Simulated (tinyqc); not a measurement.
Expansion against temperature: quasi-harmonic thermal expansion with mode Grueneisen parameters. Computed by tinyqc, a small Python program. Command: `OMP_NUM_THREADS=1 python tinyqc.py 3028896 3028897 out.jsonl qha walk`. One thread of a shared host (Intel(R) Xeon(R) Processor @ 2.30GHz), about 0.03 s of CPU time with the checks.

A crystal with two atoms a cell; per atom there are 1 transverse acoustic (TA), 1/2 longitudinal acoustic (LA) and 3/2 optical (O) modes. Every frequency of group i scales as nu_i (V/V0)^(-gamma_i). The acoustic groups have Debye spectra, density 3 nu^2/nu_i^3 up to nu_i (40 Gauss-Legendre points); the optical group has one frequency. Static energy: E = (9 V0 B0/16) [y^3 B' + y^2 (2 - 4 y)], y = (V0/V)^(2/3) - 1, with pressure P_s = (3 B0/2) (z^7 - z^5) [1 + (3/4)(B' - 4)(z^2 - 1)], z = (V0/V)^(1/3).

Inputs (values chosen for the exercise, modelled on gallium arsenide): static volume V0 = 22.6 angstrom^3/atom; static bulk modulus B0 = 74.1 GPa; static B' = 4.59; frequency nu_TA = 2.38 THz; frequency nu_LA = 5.8 THz; frequency nu_O = 7.71 THz; Grueneisen parameter gamma_TA = -0.94; Grueneisen parameter gamma_LA = 1.2; Grueneisen parameter gamma_O = 1.2.

Acoustic groups: Debye.

Constants: h x 1 THz = 4.135667696 meV; k_B = 8.617333262e-05 eV/K; 1 eV/angstrom^3 = 160.2176634 GPa.

Method:
- For a mode with x = h nu/(k_B T), n = 1/(exp(x) - 1): U = h nu (n + 1/2), C/k_B = x^2 n (n + 1); U_i and C_i sum these over group i with its weight per atom.
- Phonon pressure P_ph = sum_i gamma_i U_i/V.
- B_T = -V d(P_s + P_ph)/dV at fixed T (central difference, step 1e-4 V); alpha_V = sum gamma_i C_i k_B/(B_T V), all at V(T); the linear coefficient is alpha_L = alpha_V/3.
- V(T) solves P_s + P_ph = 0. The Grueneisen estimate uses C_i, V0 and B0 at the static volume; gamma_th = sum gamma_i C_i / sum C_i is taken at V(T).

Quasi-harmonic results:
```
T (K)  V/V0 - 1 (%)  B_T (GPa)  alpha_L (ppm/K)  alpha_L, Grueneisen estimate  gamma_th
20           0.2920     73.637          -0.7052                       -0.7073  -0.83778
40           0.2850     73.647          -1.4125                       -1.4146  -0.64383
70           0.2744     73.651          -0.7174                       -0.7275  -0.19287
100          0.2735     73.620           0.5062                        0.4901   0.10057
150          0.2931     73.516           1.9581                        1.9365   0.30517
220          0.3461     73.328           2.9330                        2.9039   0.40105
300          0.4234     73.091           3.4184                        3.3799   0.44051
450          0.5875     72.629           3.7773                        3.7199   0.46619
700          0.8819     71.844           3.9789                        3.8891   0.47826
1000         1.2489     70.897           4.0810                        3.9515   0.48259
```

What does the comparison show, and why?

alpha_L is negative up to 70 K among these rows and changes sign before 100 K, once the LA and optical groups take up heat. gamma_th moves from -0.84, near gamma_TA = -0.94, to 0.48, near the average over all modes, 0.49, as the stiffer groups take up their share of C. B_T changes by -3.7 % over the table, and at the highest T the estimate at fixed V0 and B0 is off by -3.2 %.

Extremes, crossings and ranges named in words are read from the listed rows.
